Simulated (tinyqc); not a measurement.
# Floating body of a partially depleted SOI transistor: body voltage and kink: transfer curve and swing

Source at 0 V. Channel current Ic = 2 nf K Vt^2 [F(0) - F(Vd)](1 + la Vd), F(V) = ln^2(1 + exp((Vg - VT - nf V)/(2 nf Vt))), VT = VT0 - gb Vb. Saturation voltage Vs = 2 Vt sqrt(F(0)) + 3 Vt, excess Ve = (Vd - Vs + sqrt((Vd - Vs)^2 + 0.0004 V^2))/2, multiplication M1 = Ai Ve exp(-Bl/Ve). Each junction passes D(v) = J1 (exp(v/Vt) - 1) + J2 (exp(v/(2 Vt)) - 1). Bipolar current Ib = bb J1 (exp(Vb/Vt) - 1). The body settles where M1 (Ic + Ib) = D(Vb) + D(Vb - Vd) + Vb/Rb; drain current Id = (1 + M1)(Ic + Ib) - D(Vb - Vd).

Rows with more than one solution for Vb (latch) are left out; dId/dVd by a forward difference over 1e-4 V, swing = 1e-4 V over the change of log10 Id; M1 under 1e-12 is printed as 0.

Parameters, values chosen for the exercise; values of the order met in partially depleted silicon-on-insulator transistors:
- T = 300 K (temperature)
- VT0 = 0.53 V (threshold at zero body voltage)
- gb = 0.21 (fall of the threshold per volt of body voltage)
- nf = 1.31 (slope factor)
- K = 440 uA/(V^2 um) (gain factor per width)
- la = 0.03 1/V (channel-length modulation factor)
- Ai = 2.77 1/V (impact-ionisation prefactor)
- Bl = 6.8 V (impact-ionisation voltage)
- J1 = 1.7e-13 uA/um (diffusion saturation current of each junction)
- J2 = 5.1e-8 uA/um (recombination saturation current of each junction)
- bb = 3 (gain of the lateral bipolar transistor on the diffusion current)
- Rb = 1e9 kohm um (resistance of a weak body tie to the source (1e9 stands for no tie, and the term is then dropped))
- Vd = 1.9 V (drain voltage)

Constants: q = 1.602176634e-19 C, kB = 1.380649e-23 J/K, Vt = kB T/q. Results are converted to the units shown.

Result of one run:

| Vb (V) | M1 | Id, floating (uA/um) | Id, grounded (uA/um) | ratio | swing, floating (mV/decade) | swing, grounded (mV/decade) |
|---|---|---|---|---|---|---|
| 0.1106 | 0.1210 | 3.118e-6 | 1.597e-6 | 1.953 | 59.91 | 80.60 |

Which gate voltage Vg gave this result: 0.08, 0.48, 0.58, 0.68 or 0.78 V?

Vg = 0.08 V.

The whole series:

| Vg (V) | Vb (V) | M1 | Id, floating (uA/um) | Id, grounded (uA/um) | ratio | swing, floating (mV/decade) | swing, grounded (mV/decade) |
|---|---|---|---|---|---|---|---|
| 0.08 | 0.1106 | 0.1210 | 3.118e-6 | 1.597e-6 | 1.953 | 59.91 | 80.60 |
| 0.18 | 0.3140 | 0.1207 | 2.048e-4 | 2.953e-5 | 6.935 | 53.72 | 78.34 |
| 0.28 | 0.5252 | 0.1191 | 0.01343 | 5.541e-4 | 24.24 | 57.79 | 78.97 |
| 0.38 | 0.6630 | 0.1112 | 0.4221 | 0.009790 | 43.12 | 83.82 | 82.15 |
| 0.48 | 0.7223 | 0.09528 | 3.346 | 0.1386 | 24.15 | 153.1 | 94.47 |
| 0.58 | 0.7492 | 0.07692 | 10.58 | 1.145 | 9.242 | 261.7 | 131.1 |
| 0.68 | 0.7626 | 0.06020 | 21.69 | 4.757 | 4.559 | 390.9 | 203.4 |
| 0.78 | 0.7695 | 0.04601 | 35.98 | 12.03 | 2.992 | 525.8 | 303.0 |
| 0.88 | 0.7724 | 0.03430 | 53.16 | 22.98 | 2.313 | 658.6 | 415.6 |

Vb rises from 0.111 to 0.772 V. The smallest swing among the rows is 53.7 mV a decade with a floating body (at Vg = 0.18 V) and 78.3 with a grounded one; Vt ln 10 = 59.5. The floating swing is smaller by more than 3 % for Vg = 0.08, 0.18, 0.28 V, where the rising Vb lowers the threshold as Vg rises. In the first row the floating body raises the current by a factor of 1.95.

Range of the model: The multiplication law is an empirical form chosen for the exercise; self-heating and capacitive coupling to the body are left out, and the linear laws are rough once Vb passes about 0.7 V or M1 about 0.1.

tinyqc, about 0.2 s, one thread, Intel Xeon 2.30GHz (shared host): `OMP_NUM_THREADS=1 python tinyqc.py 2182244 2182245 out.jsonl`
